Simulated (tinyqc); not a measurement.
## Diameter from the threshold shift

Inverse problem. Undoped body with a flat potential across it, hard walls, transport along x. Three valley pairs (g = 2 each) with the longitudinal mass along x, y or z. Non-parabolicity enters the subband edges through E (1 + al E) = gamma, so E = 2 gamma/(1 + sqrt(1 + 4 al gamma)); motion within a subband is taken as parabolic with the band-edge mass. Energies are counted from the bulk band edge. gamma = C (2 z/(t + dl))^2 (1/my + 1/mz)/2, z the zeros of the Bessel functions J_l (2.404826, 3.831706, 5.135622, 5.520078, ...), twofold for l > 0; the mean inverse mass is an approximation for anisotropic valleys, C = hbar^2/(2 m0). Each subband has N_k = g sqrt(2 mx m0 kB T/(pi hbar^2)); without degeneracy n = exp(EF/Vt) sum N_k exp(-E_k/Vt). Classical value Nc times pi t^2/4, Nc = sum over valleys of 2 g (m m0 kB T/(2 pi hbar^2))^1.5 with m = (mx my mz)^(1/3). Threshold shift dVT = Vt ln(classical value/sum N_k exp(-E_k/Vt)). Find t and the lowest subband edge.

Values chosen for this exercise; masses close to those of silicon:

| symbol | value | unit | meaning |
|---|---|---|---|
| T | 400 | K | temperature |
| ml | 0.912 | m0 | longitudinal mass |
| mt | 0.189 | m0 | transverse mass |
| al | 0 | 1/eV | non-parabolicity |
| dl | 0 | nm | widening of the box by penetration into the insulator |

Constants: q = 1.602176634e-19 C, kB = 1.380649e-23 J/K, hbar = 1.054571817e-34 J s, m0 = 9.1093837015e-31 kg, Vt = kB T/q, hbar^2/(2 m0) = 0.0380998212 eV nm^2. Results are converted to the units shown.

dVT = 49.013706 mV

Answer. dVT is evaluated for trial values of t with all subbands; between 1.5 and 25 nm one value matches.

t = 8.300 nm
E_1 = 40.86 meV

tinyqc, about 0.2 s, one thread, Intel Xeon 2.30GHz (shared host): `OMP_NUM_THREADS=1 python tinyqc.py 2350064 2350065 out.jsonl`
